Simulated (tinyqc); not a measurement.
## Margin needed against array size

Cells fail independently with probability Q(k) = erfc(k/sqrt(2))/2 when the margin is k standard deviations, and Y = exp(-Nb Q(k)). phi = exp(-k^2/2)/sqrt(2 pi).  k solves Y = exp(-Nb Q(k)); the estimate is sqrt(2 ln(Nb/(-ln Y))).

Values chosen for this exercise:

| symbol | value | unit | meaning |
|---|---|---|---|
| Y | 0.5 |  | wanted yield |

Result of one run:

| Nb | allowed Q | k | estimate |
|---|---|---|---|
| 16384 | 4.231e-5 | 3.931 | 4.488 |

What becomes of these results when the number of cells Nb is changed from 16384 to 262144, all else the same?

Result of the changed run:

| Nb | allowed Q | k | estimate |
|---|---|---|---|
| 262144 | 2.644e-6 | 4.553 | 5.068 |

The whole series:

| Nb | allowed Q | k | estimate |
|---|---|---|---|
| 1024 | 6.769e-4 | 3.204 | 3.820 |
| 16384 | 4.231e-5 | 3.931 | 4.488 |
| 262144 | 2.644e-6 | 4.553 | 5.068 |
| 4194304 | 1.653e-7 | 5.105 | 5.589 |
| 67108864 | 1.033e-8 | 5.606 | 6.064 |
| 1073741824 | 6.455e-10 | 6.069 | 6.506 |
| 17179869184 | 4.035e-11 | 6.499 | 6.919 |

A 1.68e7-fold larger array raises k only from 3.20 to 6.50; the last factor of 16 costs 0.43 standard deviations. The estimate, which drops the factor 1/(k sqrt(2 pi)) of the tail, is 19 % above k in the first row and 6.5 % above it in the last.

tinyqc, about 0.01 s, one thread, Intel Xeon 2.30GHz (shared host): `OMP_NUM_THREADS=1 python tinyqc.py 2090148 2090149 out.jsonl`
